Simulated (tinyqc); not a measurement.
Growth of a silicide layer between metal and silicon: linear-parabolic kinetics, ramp anneals and Kissinger analysis: one step, computed by the program tinyqc. Command: `OMP_NUM_THREADS=1 python tinyqc.py 3018660 3018661 out.jsonl silicide walk`. One thread of a shared host (Intel(R) Xeon(R) Processor @ 2.30GHz), about 0.1 s of CPU time with the checks.

One compound layer of thickness x grows by diffusion through itself and reaction at an interface, dx/dt = 1/(2x/K + 1/v), until the metal is used up at x = a h.

Problem. Ramp anneal. K = K0 exp(-E/(k_B T)), v = v0 exp(-E_v/(k_B T)). Temperatures in kelvin are T(C) + 273.15. Ramp from x = 0 at 100 C at the rate beta: dx/dT = (1/beta)/(2x/K + 1/v), integrated adaptively (tolerance 1e-9) until x = a h at T_f.

Inputs (values chosen for the exercise, modelled on CoSi): prefactor of the parabolic constant K = 3.3e+14 nm^2/s; activation energy E of K = 1.9 eV; prefactor of the interface velocity v = 4.5e+14 nm/s; activation energy E_v = 2.09 eV; ramp rate beta = 0.5 C/s.

final thickness = 9.696 nm

Constants: k_B = 8.617333262e-05 eV/K.

Give: completion temperature T_f.

Solution.

completion temperature T_f = 426.16 C
